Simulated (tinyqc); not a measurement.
# The 3-omega method: a line heater on a substrate with a thin film, step by step

A worked calculation. Computed by tinyqc, a small Python program that keeps every step. Command: `OMP_NUM_THREADS=1 python tinyqc.py 3024162 3024163 out.jsonl threeomega walk`. One thread of a shared host (Intel(R) Xeon(R) Processor @ 2.30GHz), about 0.01 s of CPU time with the checks. Intermediate numbers are printed to about 6 digits and carried at full precision; extremes and crossings named in words are read from the listed rows.

A current at angular frequency omega = 2 pi f heats the line at 2 omega with the amplitude P per length; the temperature swing Delta T at 2 omega gives a voltage at 3 omega. The substrate is taken as semi-infinite and isotropic, and the heat capacity of heater and film is left out.

Inputs (values chosen for the exercise, modelled on a phase-change telluride on indium phosphide): substrate conductivity kappa = 66 W/(m K); substrate heat capacity C = 1.47 1e6 J/(m^3 K); heater half-width b = 10 micrometre; power amplitude per length P = 25 W/m; current frequency f = 63 Hz; film thickness t = 160 nm; film conductivity kappa_f = 0.53 W/(m K); interface resistance R_i = 14 m^2 K/GW; substrate thickness d_s = 380 micrometre; temperature coefficient of resistance beta = 3 1e-3/K; voltage amplitude V_1 = 2.9 V.

## Penetration depth

D = kappa/C; q = sqrt(2 i omega/D); penetration depth 1/|q| = sqrt(D/(2 omega)).

diffusivity D = 44.8980 mm^2/s

penetration depth = 238.143 micrometre

|q| b = 0.0419916

penetration depth / d_s = 0.626692

Caution: the penetration depth exceeds a fifth of the substrate thickness, so the back face is felt and the semi-infinite formula fails.

## Temperature swing of the bare substrate

Delta T_s = (P/(pi kappa)) int_0^infinity (sin x/x)^2 / sqrt(x^2 + (q b)^2) dx with (q b)^2 = i |q b|^2, averaged over the heater width (12 Gauss-Legendre points on each of the pieces 0, 14 log-spaced edges from 1e-5 to 1, and multiples of pi to 40 pi; the tail adds 1/(4 (40 pi)^2)). For |q| b much below 1: Delta T_s = (P/(pi kappa)) [-ln(|q| b) + eta - i pi/4], eta = 3/2 - C_E = 0.92278, with Euler's C_E = 0.5772157.

in-phase Delta T_s = 0.493537 K

out-of-phase Delta T_s = -0.0945490 K

in-phase, narrow-line form = 0.493509 K

out-of-phase, narrow-line form = -0.0946970 K

The narrow-line form misses the in-phase part by -0.01 % and the out-of-phase part by +0.2 % at |q| b = 0.042.

## The film adds a constant step

One-dimensional flow across the film: Delta T_f = P (t/kappa_f + R_i)/(2 b); total in-phase swing Delta T = Delta T_s + Delta T_f; third-harmonic amplitude V_3 = V_1 beta |Delta T|/2 with the out-of-phase part included; the apparent film conductivity is t/(t/kappa_f + R_i).

Delta T_f = 0.394858 K

total in-phase swing = 0.888396 K

V_3 = 3.88635 mV

apparent film conductivity = 0.506511 W/(m K)

film share of the in-phase swing = 0.444462

The interface lowers the apparent conductivity by 4 %. The film gives a large part of the signal.

## Conductivity from the slope

Take the in-phase swing at f and at 2f; in the narrow-line limit kappa = P ln 2/(2 pi [Delta T(f) - Delta T(2f)]), whatever the film and the heater width.

in-phase Delta T_s at 2f = 0.451778 K

kappa from the slope = 66.0439 W/(m K)

error of the slope method = 0.0664637 %

## The window of frequencies

The slope value uses each f and 2f: kappa = P ln 2/(2 pi [Delta T(f) - Delta T(2f)]).

Bare substrate; columns: (1) f (Hz); (2) penetration depth (micrometre); (3) |q| b; (4) in-phase (K); (5) out-of-phase (K); (6) narrow-line form (K); (7) kappa from the slope (W/(m K)):
```
(1)           (2)         (3)        (4)         (5)         (6)      (7)
0.36      3150.34  0.00317426   0.804874  -0.0946956    0.804874  66.0003
3.6       996.224   0.0100379   0.666062  -0.0946856    0.666060  66.0025
36        315.034   0.0317426   0.527262  -0.0946067    0.527246  66.0251
180       140.887   0.0709787   0.430299  -0.0943273    0.430220  66.1250
710       70.9380    0.140968   0.347800  -0.0935122    0.347489  66.4885
3600      31.5034    0.317426   0.251160  -0.0903206    0.249619  68.4043
14000     15.9751    0.625973   0.173380  -0.0828580    0.167744  74.8655
71000     7.09380     1.40968  0.0930831  -0.0631574   0.0698619  106.355
360000    3.15034     3.17426  0.0422195  -0.0362091  -0.0280078  222.639
2.10e+06  1.30436     7.66657  0.0174683  -0.0164426   -0.134327  539.046
```

The slope gives kappa within 1 % up to |q| b = 0.14 (f = 710 Hz) among these rows. The penetration depth stays under d_s/5 = 76 micrometre from f = 710 Hz up, so that row alone meets both conditions. At high f the flow turns one-dimensional: in-phase and out-of-phase parts become equal in size (ratio 0.94 in the last row) and fall as f^(-1/2) (exponent -0.50).

Checks made by the program: narrow-line limit at |q| b = 0.002 (relative difference 7e-07).
